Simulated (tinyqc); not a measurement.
From results back to parameters: metal-induced gap states at the contact of a metal chain and a two-band chain. Four cases, with inputs chosen for the exercise.

Problem. With gap states the barrier for electrons is phi = S (W - chi - p) + p, W being the work function of the metal, S the pinning factor and p the depth of the neutrality level below the conduction edge. The barriers for two metals come from hidden S and p, those of the chain and not of a measured contact.

Case 1.

Values chosen (out of a larger set: gap and optical dielectric constant near those of SiO2; the chain itself is a model; not measured data): W1 = 4.2 eV (work function of metal 1); W2 = 5.58 eV (of metal 2); chi = 0.89 eV (electron affinity).

barriers (eV): metal 1 3.50598, metal 2 4.77282

Case 2.

Values chosen (out of a larger set: gap and optical dielectric constant near those of GaAs; the chain itself is a model; not measured data): W1 = 4.23 eV (work function of metal 1); W2 = 5.61 eV (of metal 2); chi = 3.95 eV (electron affinity).

barriers (eV): metal 1 0.72888, metal 2 1.10976

Case 3.

Values chosen (out of a larger set: gap and optical dielectric constant near those of Si; the chain itself is a model; not measured data): W1 = 4.17 eV (work function of metal 1); W2 = 5.5 eV (of metal 2); chi = 4.13 eV (electron affinity).

barriers (eV): metal 1 0.39216, metal 2 1.06248

Case 4.

Values chosen (out of a larger set: gap and optical dielectric constant near those of Si; the chain itself is a model; not measured data): W1 = 4.08 eV (work function of metal 1); W2 = 5.09 eV (of metal 2); chi = 4.04 eV (electron affinity).

barriers (eV): metal 1 0.29012, metal 2 0.81431

Find: S, p (eV).

Solution. The slope of the barrier against W is S; then p = (phi1 - S (W1 - chi))/(1 - S).

Case 1.

S, p (eV): 0.918  5.700

Case 2.

S, p (eV): 0.276  0.900

Case 3.

S, p (eV): 0.504  0.750

Case 4.

S, p (eV): 0.519  0.560

Computed by tinyqc, one run a case: `OMP_NUM_THREADS=1 python tinyqc.py N N+1 out.jsonl` with N = 1482824, 1482828, 1482832, 1482843; one thread of a shared Intel(R) Xeon(R) Processor @ 2.30GHz, about 0.01 s a run at most.
